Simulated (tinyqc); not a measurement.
From a target to a composition: alloy A(1-x)B(x) by interpolation with bowing. Four cases, with inputs chosen for the exercise.

Problem. An alloy A(1-x)B(x) has the gap E(x) = (1 - x) E_A + x E_B - C1 x (1 - x) at Gamma, C1 the first entry of C. Which x puts hc/E at the given wavelength, and what is the mismatch (a_sub - a(x))/a(x) to a substrate of A, with Vegard for a(x)?

Constants: hc = 1239.841984 eV nm.

Find: target gap; x; mismatch.

Method. Solve C1 x^2 + (E_B - E_A - C1) x + E_A - hc/wavelength = 0; the gap is monotonic in x because |E_B - E_A| > C1, so one root lies between 0 and 1. Whether Gamma is the lowest valley there, and whether such a mismatch can be grown coherently, are separate questions.

Case 1.

Values chosen (out of a larger set: A near Si, B near Ge; not measured data): a = (5.43, 5.662) angstrom (lattice constant of A, B); Eg = (4.175, 0.901) eV (gap at Gamma to the s-like level of A, B); C = (0.21, 0.188, 0) eV (bowing of the Gamma, X and L gaps).

wavelength = 1175.512 nm

Solution.

target gap = 1.0547 eV
x = 0.950
mismatch = -3.901 %

Case 2.

Values chosen (out of a larger set: A near Ge, B near Si; not measured data): a = (5.662, 5.432) angstrom (lattice constant of A, B); Eg = (0.911, 4.175) eV (gap at Gamma to the s-like level of A, B); C = (0.176, 0.217, 0.03) eV (bowing of the Gamma, X and L gaps).

wavelength = 376.566 nm

Solution.

target gap = 3.2925 eV
x = 0.740
mismatch = 3.099 %

Case 3.

Values chosen (out of a larger set: A near AlAs, B near InAs; not measured data): a = (5.659, 6.066) angstrom (lattice constant of A, B); Eg = (3.111, 0.421) eV (gap at Gamma to the s-like level of A, B); C = (0.796, 0, 0) eV (bowing of the Gamma, X and L gaps).

wavelength = 1379.551 nm

Solution.

target gap = 0.8987 eV
x = 0.770
mismatch = -5.247 %

Case 4.

Values chosen (out of a larger set: A near Ge, B near Si; not measured data): a = (5.654, 5.429) angstrom (lattice constant of A, B); Eg = (0.886, 4.141) eV (gap at Gamma to the s-like level of A, B); C = (0.208, 0.255, 0) eV (bowing of the Gamma, X and L gaps).

wavelength = 681.674 nm

Solution.

target gap = 1.8188 eV
x = 0.300
mismatch = 1.208 %

Computed by tinyqc, one run a case: `OMP_NUM_THREADS=1 python tinyqc.py N N+1 out.jsonl` with N = 1050366, 1050370, 1050371, 1050423; one thread of a shared Intel(R) Xeon(R) Processor @ 2.30GHz, about 0.01 s a run at most.
